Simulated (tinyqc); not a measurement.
Bulk resistivity and mean free path from two films.

Inverse problem. In the thick-film limit single-crystal films obey rho = rho0 (1 + 3 (1 - ps) lam/(8 d)). Find rho0, lam and the product rho0 lam.

Parameters, values chosen for the exercise:
```
symbol,value,unit,meaning
ps,0,,specular share of surface scattering
```

rho at d = 77 and 310 nm (uohm cm): 2.0154545  1.7633226

Answer. rho is a straight line in 1/d: the intercept is rho0 and the slope (3/8)(1 - ps) rho0 lam. Without ps only the product (1 - ps) lam could be found.

rho0 = 1.680 uohm cm
lam = 41.00 nm
rho0 lam = 68.88 uohm cm nm

tinyqc, about 0.01 s, one thread, Intel Xeon 2.30GHz (shared host): `OMP_NUM_THREADS=1 python tinyqc.py 2100166 2100167 out.jsonl`
